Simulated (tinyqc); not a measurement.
Comparisons within one model: pi bands of a honeycomb layer in tight binding. A value that a table varies takes the place of the one given here.

Lattice vectors a (1,0) and a (1/2, sqrt3/2); f = exp(i ky a/sqrt3) + 2 cos(kx a/2) exp(-i ky a/(2 sqrt3)), w = |f|. H = [[D - t2 F, -t f], [., -D - t2 F]] with F = w^2 - 3, S = [[1, s0 f], [., 1]]; the levels solve det(H - E S) = 0. K = (4 pi/3a, 0), M = (pi/a, pi/(sqrt3 a)); w = 3, 1, 0 at Gamma, M, K.

Constants: hbar^2/2m0 = 3.80998211 eV angstrom^2.

Inputs chosen for the exercise (of the size used for graphene; shifted at random, so the results belong to these values and not to a real crystal): a = 2.46 angstrom (lattice constant); t = 2.95 eV (nearest hopping); t2 = 0.14 eV (second-neighbour hopping); s0 = 0 (overlap of neighbours); D = 0 eV (+D on A, -D on B).

## How far the cone holds

Upper and lower levels at distance q from K towards Gamma (-x) and towards M (+x), measured from 3 t2; cone: sqrt(D^2 + (hbar v q)^2), hbar v = (sqrt3/2) a (t + 3 t2 s0).

Levels (eV):

| q (1/angstrom) | cone | upper, to Gamma | lower, to Gamma | upper, to M | lower, to M |
|---|---|---|---|---|---|
| 0.02 | 0.1257 | 0.1263 | -0.1268 | 0.1245 | -0.1250 |
| 0.05 | 0.3142 | 0.3180 | -0.3213 | 0.3069 | -0.3100 |
| 0.10 | 0.6285 | 0.6424 | -0.6560 | 0.5987 | -0.6105 |
| 0.15 | 0.9427 | 0.9718 | -1.0031 | 0.8746 | -0.9000 |
| 0.20 | 1.2569 | 1.3045 | -1.3617 | 1.1340 | -1.1770 |
| 0.30 | 1.8854 | 1.9744 | -2.1085 | 1.6009 | -1.6879 |
| 0.40 | 2.5139 | 2.6407 | -2.8865 | 1.9953 | -2.1323 |
| 0.60 | 3.7708 | 3.9208 | -4.4898 | 2.5555 | -2.7849 |

At q = 0.2 the upper band lies +48 meV from the cone towards Gamma and -123 meV towards M; half their difference, 85 meV, is the trigonal warping, steeper towards Gamma, and their mean, -38 meV, comes from the bending of the band and from t2 or the overlap. All four values stay within 5 % of the cone up to q = 0.1. The electron-hole asymmetry, upper plus lower towards Gamma, is -57 meV at q = 0.2.

## Fermi level against carrier density

hbar v = 6.28475 eV angstrom

Cone with four flavours: n = kF^2/pi, EF = sqrt(D^2 + (hbar v kF)^2), density of states 2 EF/(pi (hbar v)^2), quantum capacitance e^2 times it (1 e^2/(eV angstrom^2) = 1602.177 microF/cm^2), cyclotron mass 2c EF/(hbar v)^2, c = hbar^2/2m0; 1e12/cm^2 = 1e-4/angstrom^2.

Filling:

| n (1e12/cm^2) | kF (1/angstrom) | EF (eV) | Cq (microF/cm^2) | cyclotron mass (m0) |
|---|---|---|---|---|
| 0.10 | 0.00560 | 0.0352 | 0.910 | 0.0068 |
| 0.25 | 0.00886 | 0.0557 | 1.438 | 0.0107 |
| 0.50 | 0.01253 | 0.0788 | 2.034 | 0.0152 |
| 1.00 | 0.01772 | 0.1114 | 2.877 | 0.0215 |
| 2.00 | 0.02507 | 0.1575 | 4.068 | 0.0304 |
| 4.00 | 0.03545 | 0.2228 | 5.753 | 0.0430 |
| 10.00 | 0.05605 | 0.3523 | 9.097 | 0.0680 |
| 20.00 | 0.07927 | 0.4982 | 12.864 | 0.0961 |

From 1 to 4e12/cm^2 EF rises by a factor 2.000, the square root of four. Capacitance and mass grow in proportion to EF counted from mid-gap, so hardly at all while a large gap term dominates it; in a parabolic band both are constant; Cq is 2.88 microF/cm^2 at 1e12/cm^2, against 3.45 for 1 nm of a dielectric with eps = 3.9.

## What each parameter does

Gap at K, difference at M, and the two levels at Gamma, from (e - E)^2 - D^2 - (t + s0 E)^2 w^2 = 0, e = -t2 (w^2 - 3). Each row changes one parameter from the base and keeps the others.

Results:

| case | gap at K (eV) | difference at M (eV) | lower at Gamma (eV) | upper at Gamma (eV) |
|---|---|---|---|---|
| base | 0.0000 | 5.9000 | -9.6900 | 8.0100 |
| t = 3.0975 eV | 0.0000 | 6.1950 | -10.1325 | 8.4525 |
| t2 = 0.19 eV | 0.0000 | 5.9000 | -9.9900 | 7.7100 |
| s0 = 0.03 | 0.0000 | 5.9221 | -8.8899 | 8.8022 |
| D = 0.1 eV | 0.2000 | 5.9034 | -9.6906 | 8.0106 |
| a = 2.5092 angstrom | 0.0000 | 5.9000 | -9.6900 | 8.0100 |

The largest shifts from the base row, up to three for each result and ties (the steps differ in size, so this ranks the rows, not the parameters). gap at K (eV): D +0.2000; unchanged at the printed digits by t, t2, s0 and a. difference at M (eV): t +0.2950, s0 +0.0221, D +0.0034; unchanged at the printed digits by t2 and a. lower at Gamma (eV): s0 +0.8001, t -0.4425, t2 -0.3000; unchanged at the printed digits by a. upper at Gamma (eV): s0 +0.7922, t +0.4425, t2 -0.3000; unchanged at the printed digits by a. At points fixed by symmetry a drops out; the gap at K is 2D whatever the hoppings.

Computed by tinyqc, a small Python program: `OMP_NUM_THREADS=1 python tinyqc.py 1450096 1450097 out.jsonl` (the numbers bound the seed that draws the inputs); one thread of a shared host (Intel(R) Xeon(R) Processor @ 2.30GHz), about 0.01 s for the whole set of steps.
